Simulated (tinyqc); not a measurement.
# Inputs raised by 5 %, one at a time

Model: electron-beam lithography: double-Gaussian proximity function, edge placement and dose correction for parallel lines. Computed by tinyqc, a small Python program. Command: `OMP_NUM_THREADS=1 python tinyqc.py 3110819 3110820 out.jsonl proximity sens`. One thread of a shared host (Intel(R) Xeon(R) Processor @ 2.30GHz), about 0.02 s of CPU time with the checks.

Lines are infinitely long. Absorbed energy is counted so that the middle of a very large area written at dose 1 receives 1; the resist develops where it exceeds 1/2.

Inputs (values chosen for the exercise, of the order of those for 30 keV electrons in resist on silicon):

| quantity | value | unit |
|---|---|---|
| forward range alpha | 0.012 | micrometre |
| backscatter range beta | 4.7 | micrometre |
| backscatter ratio eta | 0.82 | - |
| base dose D0 | 38 | microcoulomb/cm^2 |
| beam current | 0.41 | nA |
| pixel size | 5 | nm |
| width of the test line | 0.16 | micrometre |
| pattern density around the test line | 0.26 | - |

line widths (micrometre): 0.043  0.074  1.9  0.78  1.7

gaps between the lines (micrometre): 2  1.5  0.092  0.09

Constants: e = 1.602176634e-19 C.

Method:
- The first line starts at x = 0; each next one starts after the width and the gap.
- f(r) = [exp(-r^2/alpha^2)/alpha^2 + eta exp(-r^2/beta^2)/beta^2]/(pi (1 + eta)). A line from a to b at dose d gives E(x) = d [S(alpha) + eta S(beta)]/(1 + eta), S(s) = [erf((b - x)/s) - erf((a - x)/s)]/2.
- M_ij is the mean of E at the two edges of line i from line j at dose 1.
- Uncorrected edge energies are M 1. Solve M d = 1/2 for the doses d that put the mean edge energy of every line at the threshold.
- A test line of width w << beta in surroundings of density rho, all at dose d: near its edge E(x) = d [S + eta rho]/(1 + eta), S = [erf((b - x)/alpha) - erf((a - x)/alpha)]/2 for edges a and b, the second term being the background energy. Dose to size d_s = (1 + eta)/(erf(w/alpha) + 2 eta rho), dose = d_s D0; edge slope d [1 - exp(-w^2/alpha^2)]/(sqrt(pi) alpha (1 + eta)); width change per 1 % of dose = 2 x 0.01 x (1/2)/slope.
- With dose = d_s D0: electrons per pixel N = dose x pixel area/e; relative noise 1/sqrt(N); time per cm^2 of pattern area = dose x density/current; pixel rate = current/(dose x pixel area).

Runs:

| input moved | from | to | dose to size d_s | width change per 1 % of dose (nm) | largest over smallest dose | writing time per cm^2 (h) |
|---|---|---|---|---|---|---|
| base run | - | - | 1.2759 | 0.30339 | 1.5991 | 8.5408 |
| forward range alpha (micrometre) | 0.012 | 0.0126 | 1.2759 | 0.31856 | 1.5991 | 8.5408 |
| backscatter range beta (micrometre) | 4.7 | 4.935 | 1.2759 | 0.30339 | 1.5487 | 8.5408 |
| backscatter ratio eta | 0.82 | 0.861 | 1.2855 | 0.30792 | 1.6307 | 8.6046 |
| width of the test line (micrometre) | 0.16 | 0.168 | 1.2759 | 0.30339 | 1.5991 | 8.5408 |
| pattern density around the test line | 0.26 | 0.273 | 1.2571 | 0.30792 | 1.5991 | 8.8358 |
| beam current (nA) | 0.41 | 0.4305 | 1.2759 | 0.30339 | 1.5991 | 8.1341 |
| pixel size (nm) | 5 | 5.25 | 1.2759 | 0.30339 | 1.5991 | 8.5408 |

Exponents ln(y'/y) / ln(x'/x):

| input | dose to size d_s | width change per 1 % of dose | largest over smallest dose | writing time per cm^2 |
|---|---|---|---|---|
| forward range alpha | 0.000 | 1.000 | 0.000 | 0.000 |
| backscatter range beta | 0.000 | 0.000 | -0.656 | 0.000 |
| backscatter ratio eta | 0.153 | 0.304 | 0.401 | 0.153 |
| width of the test line | 0.000 | 0.000 | 0.000 | 0.000 |
| pattern density around the test line | -0.304 | 0.304 | 0.000 | 0.696 |
| beam current | 0.000 | 0.000 | 0.000 | -1.000 |
| pixel size | 0.000 | 0.000 | 0.000 | 0.000 |

Among the inputs moved here: dose to size d_s answers most in size to pattern density around the test line (exponent -0.304), next to backscatter ratio eta (+0.153); its exponent is below 0.0005 for forward range alpha, backscatter range beta, width of the test line, beam current, pixel size. Width change per 1 % of dose answers most in size to forward range alpha (exponent +1.000), next to backscatter ratio eta (+0.304); its exponent is below 0.0005 for backscatter range beta, width of the test line, beam current, pixel size. Its exponent +1.000 in forward range alpha: the edge slope goes as 1/alpha. Largest over smallest dose answers most in size to backscatter range beta (exponent -0.656), next to backscatter ratio eta (+0.401); its exponent is below 0.0005 for forward range alpha, width of the test line, pattern density around the test line, beam current, pixel size. Writing time per cm^2 answers most in size to beam current (exponent -1.000), next to pattern density around the test line (+0.696); its exponent is below 0.0005 for forward range alpha, backscatter range beta, width of the test line, pixel size.

Extremes, crossings and ranges named in words are read from the listed rows.
